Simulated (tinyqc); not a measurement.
Polytypes by hexagonality, and a cubic inclusion as a quantum well, step by step. Values are carried at full precision from step to step, so a last printed digit may differ when a step is redone from the rounded ones.

A layer is h if its two neighbours in the periodic sequence sit on the same site, k otherwise; the hexagonality h is the share of h layers.

Constants: hbar^2/2m0 = 3.80998211 eV angstrom^2.

Inputs chosen for the exercise (of the order of those of SiC; the results hold for these values, not for the real material): E3 = 2.39 eV (gap of the cubic polytype); E2 = 3.319 eV (gap of 2H); Ev2 = 0.112 eV (valence top of 2H above that of 3C); P2 = -0.0403 C/m^2 (spontaneous polarisation of 2H); Es = 3.269 eV (gap at the hexagonality hs); hs = 0.5 (hexagonality up to which the first line holds); m = (0.31, 0.312) m0 (electron mass along c in the cubic layer and in the host); d = 2.523 angstrom (thickness of a double layer); eps = 9.8 (dielectric constant); N = 2 (double layers in the cubic inclusion).

## Hexagonality

Stacking sequences:
```
polytype,sequence
15R,ABCACBCABACABCB
21R,ABCACBACABCBACBCABACB
2H,AB
4H,ABCB
9R,ABCBCACAB
```

Give the h/k string and h of each.

Hexagonality:
```
polytype,h/k string,h
15R,hkkhkhkkhkhkkhk,0.4000
21R,hkkhkkkhkkhkkkhkkhkkk,0.2857
2H,hh,1.0000
4H,hkhk,0.5000
9R,hkhhkhhkh,0.6667
```

## Gaps and band edges

Gap: E3 + (Es - E3) h/hs for h up to hs, then linear from Es to E2 at h = 1. Valence top Ev2 h and polarisation P2 h, both counted from 3C; Ec = Ev + gap.

Evaluate for each polytype.

Results:
```
polytype,gap (eV),Ev (eV),Ec (eV),P (C/m^2)
15R,3.0932,0.0448,3.1380,-0.01612
21R,2.8923,0.0320,2.9243,-0.01151
2H,3.3190,0.1120,3.4310,-0.04030
4H,3.2690,0.0560,3.3250,-0.02015
9R,3.2857,0.0747,3.3603,-0.02687
```

The widest gap is that of 2H, the narrowest that of 21R. Ev and Ec both rise with h, so 3C collects electrons and the more hexagonal side holes: a staggered line-up.

## The bound level without the field

A cubic inclusion of width L = N d in the host (h = 0.5) is a well of depth V = Ec(host) - Ec(3C). Square well with mass mismatch: k tan(k L/2) = (m_w/m_b) q, k = sqrt(m_w E/c), q = sqrt(m_b (V - E)/c), c = hbar^2/2m0, lowest root. The depth of the level, V - E, is its binding, and the transition to the valence top of the host is gap(host) - (V - E). The step in polarisation gives a field |F| = |P|/(eps eps0) in a thin inclusion, eps0 = 8.8541878e-12 F/m.

Give V, L, the level E, its depth below the host conduction edge and the transition to the valence top of the host, gap(host) - (V - E).

V = 0.9350 eV
L = 5.046 angstrom
E above the bottom = 0.6520 eV
depth below the host edge = 0.2830 eV
transition = 2.9860 eV

The level keeps 30 % of the well depth. The transition lies above the gap of 3C itself (2.39 eV). At a few layers the effective-mass picture is only a guide.

## The polarisation field

Give |F|, the drop |F| L, the bound charge |P|/e per cm^2 (e = 1.602176634e-19 C), and, as a first estimate, the shift -|F| L/2 of the transition for an electron centred in the layer and a hole in the host on the high side.

|F| = 2.322 MV/cm
drop = 117.2 meV
bound charge = 1.26e+13 cm^-2
estimated shift = -58.6 meV

The drop is 13 % of the well depth. The host edge on the low side sinks by 59 meV against the centre, less than the 283 meV by which the flat well binds.

## Checks

- Square-well root against finite differences on a grid of 0.5 angstrom (eV): both 0.652.

tinyqc: `OMP_NUM_THREADS=1 python tinyqc.py 1850320 1850321 out.jsonl`; about 0.05 s, one thread, shared Intel(R) Xeon(R) Processor @ 2.30GHz.
